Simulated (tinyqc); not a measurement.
Bandgap voltage reference from two bipolar transistors: effect of the output resistor at T0.

Two transistors of area 1 and N carry the same current I. Is(T) = Is (T/T0)^eta exp[(Vg0 q/kB)(1/T0 - 1/T)], VBE1 = Vt ln(I/Is(T)) + I rb, VBE2 = Vt ln(I/(N Is(T))) + I rb/N. The amplifier forces I R1(T) = VBE1 - VBE2 + Vos, with R(T) = R (1 + tc (T - T0)) for both resistors, and the output is Vref = VBE1 + I R2(T). Base currents and the Early effect are neglected.

Vt = kB T/q; I = (Vt ln N + Vos)/(R1(T) - rb (1 - 1/N)). Box coefficient: span of Vref between 233 and 398 K over its average over T and over 165 K. The last column is the R2 that gives zero slope at T0.

Inputs (values chosen for the exercise); values of the order met in silicon bipolar transistors: reference temperature T0 = 323 K; band-gap voltage extrapolated to 0 K Vg0 = 1.167 V; temperature exponent of the saturation current eta = 3.7; saturation current of the unit transistor at T0 Is = 1.1e-18 A; area ratio of the second transistor N = 15; resistor across which the difference of VBE falls, at T0 R1 = 3 kohm; temperature coefficient of both resistors tc = 0 ppm/K; offset of the amplifier Vos = 0.2 mV; series resistance of the unit transistor rb = 24 ohm.

Constants: q = 1.602176634e-19 C, kB = 1.380649e-23 J/K. Results are converted to the units shown.

Result of one run:

| I at T0 (uA) | Vref at T0 (V) | slope at T0 (uV/K) | box coefficient (ppm/K) | R2 for zero slope (kohm) |
|---|---|---|---|---|
| 25.38 | 1.235 | -23.96 | 19.96 | 15.22 |

Which output resistor at T0 R2 gave this result: 14.45, 14.91, 15.52 or 15.98 kohm?

R2 = 14.91 kohm.

The whole series:

| R2 (kohm) | I at T0 (uA) | Vref at T0 (V) | slope at T0 (uV/K) | box coefficient (ppm/K) | R2 for zero slope (kohm) |
|---|---|---|---|---|---|
| 14 | 25.38 | 1.212 | -95.27 | 71.85 | 15.22 |
| 14.45 | 25.38 | 1.224 | -60.01 | 43.02 | 15.22 |
| 14.91 | 25.38 | 1.235 | -23.96 | 19.96 | 15.22 |
| 15.22 | 25.38 | 1.243 | 0.3402 | 15.92 | 15.22 |
| 15.52 | 25.38 | 1.251 | 23.85 | 28.07 | 15.22 |
| 15.98 | 25.38 | 1.263 | 59.90 | 53.97 | 15.22 |
| 16.43 | 25.38 | 1.274 | 95.17 | 81.21 | 15.22 |

As R2 goes from 14 to 16.43, Vref rises from 1.212 to 1.274 V and the box coefficient goes from 71.9 through a minimum of 15.9 (at R2 = 15.22 among the rows listed) to 81.2 ppm/K. One per cent in R2 moves the slope by 11.9 uV/K.

Program tinyqc, `OMP_NUM_THREADS=1 python tinyqc.py 2062086 2062087 out.jsonl`; Intel Xeon 2.30GHz, shared host, one thread, about 0.02 s.
